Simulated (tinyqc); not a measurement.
Thermionic emission over a Gaussian spread of barriers: effect of temperature.

Metal on an n-type semiconductor with one parabolic valley; V > 0 is forward bias (metal positive). Patches of barrier height b are spread as a Gaussian with mean phi - r2 V and variance sg^2 + r3 V; each carries A* T^2 exp(-b/Vt) [exp(V/Vt) - 1].

A* = 4 pi q me m0 kB^2/h^3 (times 1e-4 for A/(cm^2 K^2)). The mean of exp(-b/Vt) gives the apparent barrier phi_ap(V) = phi - r2 V - (sg^2 + r3 V)/(2 Vt), J = A* T^2 exp(-phi_ap/Vt) [exp(V/Vt) - 1], and 1/n = 1 + r2 + r3/(2 Vt). J0 = A* T^2 exp(-phi_ap(0)/Vt); the current at zero bias is centred on b = phi - sg^2/Vt.

Inputs (values chosen for the exercise); band and dielectric values close to those of gallium nitride:
- me = 0.202 m0 (electron mass)
- phi = 0.72 eV (barrier height seen from the metal)
- sg = 0.032 eV (standard deviation of the barrier heights)
- r2 = -0.008 (shift of the mean barrier per volt, with its sign reversed (rho2))
- r3 = -0.0019 V (change of sg^2 per volt (rho3))

Constants: q = 1.602176634e-19 C, kB = 1.380649e-23 J/K, h = 6.62607015e-34 J s, m0 = 9.1093837015e-31 kg, Vt = kB T/q. Results are converted to the units shown.

Effect of temperature:
```
T (K)  phi_ap(0) (eV)      n  J0 (A/cm^2)  barrier that carries most current (eV)
100            0.6606  1.134    1.239e-28                                  0.6012
140            0.6776  1.095    1.933e-19                                  0.6351
180            0.6870  1.074    4.579e-14                                  0.6540
220            0.6930  1.062    1.566e-10                                  0.6660
260            0.6971  1.053     5.032e-8                                  0.6743
300            0.7002  1.047     3.773e-6                                  0.6804
350            0.7030  1.041     2.240e-4                                  0.6860
400            0.7051  1.037     0.005068                                  0.6903
```

The apparent barrier rises from 0.661 to 0.705 eV and n falls from 1.13 to 1.04. A Richardson plot, ln(J0/T^2) against 1/Vt, has the slope -0.618 eV between the first two rows and -0.688 eV between the last two, against phi = 0.72 eV: the plot bends, because cold electrons seek the low patches. In 1 of the 8 rows sg exceeds 3 Vt, so the current comes from more than three deviations below the mean, a tiny share of the area that a Gaussian of independent patches describes poorly.

Numbers from tinyqc (`OMP_NUM_THREADS=1 python tinyqc.py 2640063 2640064 out.jsonl`; about 0.01 s on one thread of a shared Intel Xeon 2.30GHz).
